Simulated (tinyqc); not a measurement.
Pressure-driven transition between two phases with analytic equations of state. Changing the B0 of phase 2. Computed by tinyqc, a small Python program. Command: `OMP_NUM_THREADS=1 python tinyqc.py 3024360 3024361 out.jsonl transition sweep`. One thread of a shared host (Intel(R) Xeon(R) Processor @ 2.30GHz), about 0.01 s of CPU time with the checks.

Each phase obeys E = E0 + (B0 V/B') [(V0/V)^B'/(B' - 1) + 1] - B0 V0/(B' - 1), P = (B0/B') [(V0/V)^B' - 1]; E0 = 0 for phase 1 and Delta E0 for phase 2. H = E + P V.

Inputs (values chosen for the exercise, for two model phases):

| quantity | value | unit |
|---|---|---|
| volume V0 of phase 1 | 18 | angstrom^3/atom |
| B0 of phase 1 | 97.7 | GPa |
| B' of phase 1 | 3.68 | - |
| volume V0 of phase 2 | 16.4 | angstrom^3/atom |
| B' of phase 2 | 3.44 | - |
| energy of phase 2 above phase 1, Delta E0 | 0.056 | eV/atom |

Equation of state: Murnaghan.

Constants: 1 eV/angstrom^3 = 160.2176634 GPa.

Method. Start from P = Delta E0/(V0 of phase 1 - V0 of phase 2); at each P solve P(V) = P for both phases and step P(new) = P - (H_2 - H_1)/(V_2 - V_1); stop when |H_2 - H_1| < 1e-10 eV. At the zero-temperature transition the volume change is V_2/V_1 - 1 and the work is P (V_1 - V_2).

One run for each value:

| B0 of phase 2 (GPa) | transition pressure (GPa) | volume change (%) | V_2 at the transition (angstrom^3) |
|---|---|---|---|
| 58.6 | 4.995 | -11.40 | 15.22 |
| 73.8 | 5.330 | -10.23 | 15.38 |
| 92.8 | 5.677 | -9.15 | 15.51 |
| 117.0 | 6.041 | -8.14 | 15.64 |
| 147.0 | 6.413 | -7.22 | 15.75 |
| 185.0 | 6.801 | -6.36 | 15.84 |
| 233.0 | 7.205 | -5.56 | 15.93 |
| 293.0 | 7.623 | -4.82 | 16.00 |

Over the rows, transition pressure (GPa) rises from 4.99 to 7.62 (exponent d ln y / d ln x 0.28 between the first rows and 0.25 between the last); volume change (%) rises from -11.4 to -4.82 (exponent d ln y / d ln x -0.47 between the first rows and -0.62 between the last); V_2 at the transition (angstrom^3) rises from 15.2 to 16.0 (exponent d ln y / d ln x 0.044 between the first rows and 0.020 between the last). A softer dense phase shrinks more under load and so takes over earlier.
